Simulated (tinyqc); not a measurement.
# Probe couplings from its potential

Inverse problem. One voltage probe p sits between leads L (mu = 1) and R (mu = 0) without magnetic field: mu_p = T_pL/(T_pL + T_pR), T_eff = T_RL + T_pL T_pR/(T_pL + T_pR). Find T_pL and T_pR.

T_RL = 0.23
mu_p = 0.72727273
T_eff = 0.27363636

Solution. T_eff - T_RL equals T_pL (1 - mu_p) and also T_pR mu_p.

T_pL = 0.160
T_pR = 0.0600

Program tinyqc, `OMP_NUM_THREADS=1 python tinyqc.py 2700011 2700012 out.jsonl`; Intel Xeon 2.30GHz, shared host, one thread, about 0.01 s.
